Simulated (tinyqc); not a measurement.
# The weight eta from points of equal mobility

Question. If the mobility depends on E = q (Ndep + eta Ns)/(eps0 eps_r) alone, two points of equal mobility on its falling branch have equal E. Find eta and E.

Values chosen for this exercise: relative permittivity of the semiconductor eps_r = 11.7.

Constants: q = 1.602176634e-19 C, eps0 = 8.8541878128e-14 F/cm where lengths are in cm. Results are converted to the units shown.

Ndep at two body biases (cm^-2): [4.7279510e12, 7.5676281e12]
Ns at which the mobility is the same (cm^-2): [2.4e13, 1.8084006e13]

Solution. eta is the ratio of the differences of Ndep and Ns.

eta = 0.480
E = 2.51 MV/cm

Computed by the program tinyqc: `OMP_NUM_THREADS=1 python tinyqc.py 2510028 2510029 out.jsonl`, one thread of a shared Intel Xeon 2.30GHz, about 0.01 s for the whole run.
